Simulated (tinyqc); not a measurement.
# From step (C_lf - C_hf)/C_hf back to trap density N_t

Model: admittance spectroscopy and thermally stimulated current of one trap level in a depletion layer. Computed by tinyqc, a small Python program. Command: `OMP_NUM_THREADS=1 python tinyqc.py 3110305 3110306 out.jsonl admit inv`. One thread of a shared host (Intel(R) Xeon(R) Processor @ 2.30GHz), about 0.02 s of CPU time with the checks.

A Schottky junction on n-type material holds one donor-like electron trap; shallow donors are fully ionised and abrupt depletion edges are assumed.

Inputs (values chosen for the exercise, modelled on n-type 4H-SiC): dielectric constant eps = 9.56; density-of-states mass m = 0.78 m_0; shallow doping N = 4.7e+15 1/cm^3; trap depth E_t below the band = 0.38 eV; capture cross section sigma = 1.8e-16 cm^2; band bending V_b = 2.3 V; test frequency f = 300000 Hz.

Constants: k_B = 1.380649e-23 J/K; m_0 = 9.1093837015e-31 kg; h = 6.62607015e-34 J s; k_B = 8.617333262e-05 eV/K; eps_0 = 8.8541878128e-12 F/m; e = 1.602176634e-19 C.

Method:
- N_c = 2 (2 pi m k_B T/h^2)^(3/2), v_th = sqrt(3 k_B T/m), emission rate e_n = sigma v_th N_c exp(-E_t/(k_B T)).
- Where the level crosses the Fermi level capture equals emission, so the trap follows the signal with the rate 2 e_n; G/omega peaks at omega = 2 e_n (the correction for large N_t/N is left out).
- Solve 2 e_n(T_p) = 2 pi f.
- With E_c - E_F = k_B T_p ln(N_c/N): lambda = sqrt(2 eps eps_0 (E_t - (E_c - E_F))/(e^2 N)); traps are empty and charged for x < x_t = w - lambda, and V_b = e (N w^2 + N_t x_t^2)/(2 eps eps_0). High frequency: C_hf = eps eps_0/w. Low frequency: C_lf = eps eps_0 (N + N_t)/(N w + N_t x_t).

Question. A run gave the result below. Find the trap density N_t, known to lie between 6.4e+14 and 1.3e+15 1/cm^3.

step (C_lf - C_hf)/C_hf = 0.03640272

Answer.

Each step takes the trial c = (a f_b - b f_a)/(f_b - f_a), f being the result less the target and a, b, c the logarithms of the listed values; c replaces end b, the old b replaces a if the sign of f changed, and otherwise f_a is halved.

Scan of the range:
```
trap density N_t (1/cm^3)  step (C_lf - C_hf)/C_hf
6.40e+14                                 0.0250931
7.20e+14                                 0.0280276
8.11e+14                                 0.0313169
9.12e+14                                 0.0349091
1.03e+15                                 0.0390307
1.16e+15                                 0.0434819
1.30e+15                                 0.0481753
```

False position (Illinois rule, in the logarithm of the input) inside the bracket:
```
step        end a        end b        trial  step (C_lf - C_hf)/C_hf
1     9.12000e+14  1.03000e+15  9.53113e+14                0.0363541
2     1.03000e+15  9.53113e+14  9.54456e+14                0.0364012
3     1.03000e+15  9.54456e+14  9.54541e+14                0.0364042
4     9.54456e+14  9.54541e+14  9.54500e+14                0.0364027
```

Step (C_lf - C_hf)/C_hf rises at every point of a 13-point scan of the range (every second point is shown), so one value fits; it is bracketed by 9.12e14 and 1.03e15. Answer: trap density N_t = 9.545e14 1/cm^3.
